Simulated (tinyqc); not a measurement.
When the Fermi surface touches the face: free and nearly free electrons in a metal.

The cubic cell holds 4 atoms: n = 4 z/a^3, kF = (3 pi^2 n)^(1/3), EF = c kF^2/m, vF = 2 c kF/(m hbar), c = hbar^2/2m0; rs = (3/(4 pi n))^(1/3)/a0; D(EF) = 3 n/(2 EF).

Two plane waves k and k - G, G = (111) (2 pi/a): H = [[c k^2/m, V], [V, c (k - G)^2/m]] with c = hbar^2/2m0.

Constants: hbar^2/2m0 = 3.80998211 eV angstrom^2; hbar = 6.58211957e-16 eV s; a0 (Bohr radius) = 0.5291772105 angstrom.

Inputs chosen for the exercise (out of a larger set: near those of Cu, whose d bands this model ignores; not measured data):
```
symbol  value  unit      meaning
a       3.636  angstrom  fcc lattice constant
z       1                free electrons an atom
m       1.1    m0        mass
```

On the face the lower band is E = c (G^2/4 + q^2)/m - V, q along the face. EF is held at its free value. A neck opens where EF > c G^2/(4m) - V, with radius q; the second band fills where EF > c G^2/(4m) + V.

Necks:
```
V (eV)  lower band at the face centre (eV)  neck radius (1/angstrom)  radius/kF
0.2                                  7.557                         -          -
0.5                                  7.257                         -          -
0.8                                  6.957                         -          -
1.1                                  6.657                         -          -
1.4                                  6.357                         -          -
1.8                                  5.957                    0.3229      0.239
2.2                                  5.557                    0.4688      0.347
2.6                                  5.157                    0.5790      0.429
```

EF = 6.318 eV
c G^2/(4m) = 7.757 eV

How do the results move, and what explains it?

Contact needs V > 1.439 eV. It is first met at V = 1.8 eV of those listed, and the radius then grows as the square root of the excess, to 0.429 kF at 2.6 eV. EF is held at its free value here; a count of states lowers it as V grows, strongly for V of an eV or more, so the threshold is a lower bound, the radii are upper bounds, and some necks may vanish.

Computed by tinyqc, a small Python program: `OMP_NUM_THREADS=1 python tinyqc.py 1651755 1651756 out.jsonl` (the numbers bound the seed that draws the inputs); one thread of a shared host (Intel(R) Xeon(R) Processor @ 2.30GHz), about 0.01 s for the whole set of steps.
